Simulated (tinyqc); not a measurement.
Worked calculation: longitudinal sound in a periodic multilayer: transfer matrices, stop bands and folded phonons. Computed by tinyqc, a small Python program that keeps every step. Command: `OMP_NUM_THREADS=1 python tinyqc.py 3020901 3020902 out.jsonl multilayer walk`. One thread of a shared host (Intel(R) Xeon(R) Processor @ 2.30GHz), about 0.01 s of CPU time with the checks. Intermediate numbers are printed to about 6 digits and carried at full precision; extremes and crossings named in words are read from the listed rows.

Layers 1 and 2 repeat with period d = d_1 + d_2; waves travel normal to the layers, without loss. State vector (u, s): displacement u and stress divided by omega. Impedances Z = rho v are in 1e6 kg/(m^2 s).

Inputs (values chosen for the exercise, modelled on silica (layer 1), platinum (layer 2) and silicon (substrate)):
```
quantity                    value    unit
density rho_1                2.21  g/cm^3
velocity v_1                 5970     m/s
thickness d_1                6.32      nm
density rho_2                21.8  g/cm^3
velocity v_2                 4100     m/s
thickness d_2                4.32      nm
substrate density             2.3  g/cm^3
substrate velocity           8520     m/s
periods N                       5       -
frequency f                   168     GHz
optical wave vector q d/pi   0.16       -
```

## Impedances, mean velocity and Bragg frequency

Z = rho v; interface reflection r = (Z_2 - Z_1)/(Z_2 + Z_1) (stress amplitude, from 1 into 2); Bragg frequency f_B = 1/[2 (d_1/v_1 + d_2/v_2)]; long-wave velocity v_eff = d/sqrt[(d_1/v_1)^2 + (d_2/v_2)^2 + (Z_1/Z_2 + Z_2/Z_1)(d_1/v_1)(d_2/v_2)].

Z_1 = 13.1937

Z_2 = 89.38

Z of the substrate = 19.596

interface reflection r = 0.742747

Bragg frequency f_B = 236.710 GHz

long-wave velocity v_eff = 3372.77 m/s

## Transfer matrix of one period

A layer maps (u, s) by [[cos p, sin p/Z], [-Z sin p, cos p]], p = 2 pi f d_i/v_i; one period is M = M_2 M_1, and cos(q d) = trace(M)/2.

phase p_1 = 1.11746 rad

phase p_2 = 1.11222 rad

M:
```
           1          2
1  0.0748850  0.0345568
2   -40.3517   -5.26706
```

trace(M)/2 = -2.59609

|trace/2| > 1: f lies in a stop band, and the amplitude falls by a factor 4.992 a period.

## Transmission through N periods

For N periods A = M^N. A wave comes from a thick layer of material 1 and leaves into the substrate (Z_s): transmitted power T = 4 Z_1 Z_s/|Z_1 A_22 + Z_s A_11 - i (Z_1 Z_s A_12 - A_21)|^2, reflected power R = 1 - T.

A = M^N:
```
          1         2
1   178.033   22.3546
2  -26103.3  -3277.65
```

transmitted power T = 3.98215e-07

T in decibel = -63.9988 dB

## The first stop band

Gap m contains m f_B; its edges, where trace(M)/2 = (-1)^m, are found by root search. Weak-contrast estimate of the width: (4 f_B/pi) |r sin(m pi a)|, a = (d_1/v_1)/(d_1/v_1 + d_2/v_2).

lower edge = 110.555 GHz

upper edge = 362.864 GHz

width/f_B = 106.590 %

transmitted power at f_B = 2.91853e-08

Caution: so small a transmitted power at f_B holds only for perfect layers and strictly normal incidence.

## The first four gaps

The formulas are those given above.

Stop bands (GHz):
```
m  lower edge  upper edge    width  weak-contrast estimate
1     110.555     362.864  252.309                 223.854
2     472.595     474.249    1.654                   1.654
3     583.982     836.273  252.291                 223.842
4     945.191     948.499    3.308                   3.308
```

With a = 0.501, gap 1 is the widest and gap 2 the narrowest: the layers are near a quarter wave each at f_B, so the even gaps almost close. The weak-contrast estimate misses the first width by -11.3 % at |r| = 0.74. Odd gaps open at the edge of the folded zone (q = pi/d), even ones at its centre.

## Mirror strength against the number of periods

The formulas are those given above.

Transmitted power:
```
N      T at f_B  T at f_B (dB)       T at f
1      0.121466       -9.15547     0.146557
2    0.00281688       -25.5023   0.00615046
3   6.14650e-05       -42.1137  2.47248e-04
4   1.33938e-06       -58.7310  9.92292e-06
6   6.35953e-10       -91.9657  1.59807e-08
8   3.01959e-13       -125.201  2.57364e-11
12  6.80759e-20       -191.670  6.67508e-17
16  1.53475e-26       -258.140  1.73127e-22
24  7.80062e-40       -391.079  1.16461e-33
```

At f_B each further period removes 16.62 dB at large N, which is 20 log10 of the impedance ratio, 16.62 dB, as for a quarter-wave stack; 99 % reflection needs N = 2 among these rows. At f, in a stop band, T decays as well. Values below about 1e-6 belong to the ideal stack: roughness and scattering into other modes, left out here, set a floor in a real one.

## Folded doublet seen in light scattering

Light transfers the wave vector q. Solve trace(M)/2 = cos(q d) on the first branch (Brillouin line) and on the two branches around 2 f_B (first folded doublet); 1/cm = 29.9792458 GHz.

Brillouin line = 25.2105 GHz

lower folded mode = 448.198 GHz

upper folded mode = 498.647 GHz

centre of the doublet = 15.7917 1/cm

splitting / twice the Brillouin frequency = 1.00055

The doublet is split by about twice the Brillouin frequency, as for a folded straight line; its centre measures the period.

Checks made by the program: trace against Rytov's formula cos p_1 cos p_2 - (1/2)(Z_1/Z_2 + Z_2/Z_1) sin p_1 sin p_2 (relative difference below 1e-10).
